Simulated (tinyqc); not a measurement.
Gate sweep: ballistic transport through the one-dimensional subbands of a rectangular nanowire or nanosheet channel. Computed by tinyqc, a small Python program. Command: `OMP_NUM_THREADS=1 python tinyqc.py 3021496 3021497 out.jsonl wire walk`. One thread of a shared host (Intel(R) Xeon(R) Processor @ 2.30GHz), about 0.01 s of CPU time with the checks.

Hard walls, parabolic subbands, transport along x. Energies are counted from the bulk conduction band edge at the top of the barrier, which the gate pulls down by U; the source Fermi level lies at the bulk edge when U = 0.

Inputs (values chosen for the exercise, modelled on GaN):

| quantity | value | unit |
|---|---|---|
| mass m | 0.19 | m_0 |
| height a | 2.9 | nm |
| width b | 3.3 | nm |
| equivalent oxide thickness t | 2 | nm |
| drain voltage V_D | 0.05 | V |
| temperature T | 300 | K |

Valleys: single isotropic valley.

Constants: hbar^2/(2 m_0) = 3.80998212 eV angstrom^2; k_B = 8.617333262e-05 eV/K; m_0 = 9.1093837015e-31 kg; k_B = 1.380649e-23 J/K; hbar = 1.054571817e-34 J s; eps_0 = 8.8541878128e-12 F/m; e = 1.602176634e-19 C; h = 6.62607015e-34 J s.

Method:
- E_pq = (hbar^2 pi^2/2)(p^2/(m_y b^2) + q^2/(m_z a^2)); m_x = m_y = m_z = m, degeneracy g = 1; the 10 lowest subbands are kept.
- F_j(eta) = (1/Gamma(j + 1)) int_0^infinity x^j/(1 + exp(x - eta)) dx, F_0 = ln(1 + exp(eta)). Integrals over x = E/(k_B T) use 160 Gauss-Legendre points in u = sqrt(x) from 0 to sqrt(max(eta, 0) + 32).
- With degeneracy g = 1, eta_i = (U - E_i)/(k_B T) and u = e V_D/(k_B T): line density n = sum_i g sqrt(2 m_x k_B T/pi)/(2 hbar) [F_-1/2(eta_i) + F_-1/2(eta_i - u)]; gate: e n = C_ox (V_G - U/e), C_ox = 3.9 eps_0 2 (a + b)/t (flat-plate estimate); I = (2 e k_B T/h) sum_i g [F_0(eta_i) - F_0(eta_i - u)].
- Open modes are sum_i g/(1 + exp(-eta_i)). The last column is e dn/dV_G over C_ox, taken up to the next row.

Subbands:

| valley axis | p | q | E (meV) | m_x (m_0) |
|---|---|---|---|---|
| - | 1 | 1 | 417.06 | 0.19 |
| - | 2 | 1 | 962.27 | 0.19 |
| - | 1 | 2 | 1123.05 | 0.19 |
| - | 2 | 2 | 1668.26 | 0.19 |
| - | 3 | 1 | 1870.95 | 0.19 |
| - | 1 | 3 | 2299.69 | 0.19 |
| - | 3 | 2 | 2576.94 | 0.19 |
| - | 2 | 3 | 2844.89 | 0.19 |
| - | 4 | 1 | 3143.11 | 0.19 |
| - | 3 | 3 | 3753.57 | 0.19 |

Against the gate voltage:

| V_G (V) | U (meV) | n (1/nm) | I (microampere) | open modes | C_g/C_ox |
|---|---|---|---|---|---|
| 0.12 | 120.00 | 1.1850e-06 | 1.7515e-05 | 1.0222e-05 | 4.1470e-04 |
| 0.22 | 219.96 | 5.6601e-05 | 8.3661e-04 | 4.8815e-04 | 3.0576e-02 |
| 0.34 | 336.29 | 4.9595e-03 | 7.3481e-02 | 4.2107e-02 | 3.8766e-01 |
| 0.47 | 415.89 | 7.2302e-02 | 1.0843e+00 | 4.8868e-01 | 6.4677e-01 |
| 0.57 | 451.22 | 1.5873e-01 | 2.2528e+00 | 7.8936e-01 | 7.0075e-01 |
| 0.70 | 490.12 | 2.8046e-01 | 3.3013e+00 | 9.4406e-01 | 6.8743e-01 |
| 0.84 | 533.88 | 4.0906e-01 | 3.7501e+00 | 9.8921e-01 | 6.2716e-01 |
| 1.00 | 593.53 | 5.4315e-01 | 3.8612e+00 | 9.9892e-01 | 5.5697e-01 |
| 1.20 | 682.14 | 6.9200e-01 | 3.8737e+00 | 9.9998e-01 | 5.0180e-01 |
| 1.40 | 781.78 | 8.2611e-01 | 3.8756e+00 | 1.0009e+00 | - |

What does the comparison show, and why?

Between the first two rows the current rises one decade per 60 mV, against the limit ln(10) k_B T/e = 60 mV. Above threshold C_g/C_ox lies between 0.50 and 0.70: the quantum capacitance in series costs a visible part. Caution: confinement energies this large call for non-parabolicity and barrier penetration, which lower the subbands and raise the mass.

Extremes, crossings and ranges named in words are read from the listed rows.
